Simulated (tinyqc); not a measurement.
Sp3 tight binding, zinc-blende lattice, step by step. One step of it, computed by the program tinyqc.

Problem. Levels at X. Diagonalise the Hermitian matrix.

H(k) at X (eV):
```
                     a s                a px                 a py                 a pz
a s           -15.930000            0.000000             0.000000             0.000000
a px            0.000000           -7.140000             0.000000             0.000000
a py            0.000000            0.000000            -7.140000             0.000000
a pz            0.000000            0.000000             0.000000            -7.140000
c s             0.000000  0.000000+8.823844i             0.000000             0.000000
c px  0.000000-8.823844i            0.000000             0.000000             0.000000
c py            0.000000            0.000000             0.000000  0.000000-11.898923i
c pz            0.000000            0.000000  0.000000-11.898923i             0.000000

                     c s                c px                 c py                 c pz
a s             0.000000  0.000000+8.823844i             0.000000             0.000000
a px  0.000000-8.823844i            0.000000             0.000000             0.000000
a py            0.000000            0.000000             0.000000  0.000000+11.898923i
a pz            0.000000            0.000000  0.000000+11.898923i             0.000000
c s           -15.930000            0.000000             0.000000             0.000000
c px            0.000000           -7.140000             0.000000             0.000000
c py            0.000000            0.000000            -7.140000             0.000000
c pz            0.000000            0.000000             0.000000            -7.140000
```

Give: eigenvalues.

Solution.

eigenvalues (eV): -21.3928  -21.3928  -19.0389  -19.0389  -1.6772  -1.6772  4.7589  4.7589
